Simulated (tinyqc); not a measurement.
Inside a calculation. Method: tight binding, honeycomb lattice. One step of it, computed by the program tinyqc.

Problem. Bloch Hamiltonian at K. H_AB = -t1 (1 + exp(-i k.a1) + exp(-i k.a2)); H_AA = delta - 2 t2 sum cos(k.b + phi), H_BB = -delta - 2 t2 sum cos(k.b - phi), b = a1, a2 - a1, -a2.

Parameters chosen for this model:
```
parameter     value                        unit
t1         2.550000                 eV, nearest
t2         0.280000       eV, second neighbours
phi        1.570000  rad, phase of t2 (Haldane)
delta      1.500000          eV, +/- on A and B
```

k point K (fractions of the reciprocal vectors): [0.333333, 0.666667]

Give: H(k) at K.

Solution.

H(k) at K (eV), order A, B:
$$\begin{pmatrix}
2.9556 & 0.0000 \\
0.0000 & -2.9543
\end{pmatrix}$$
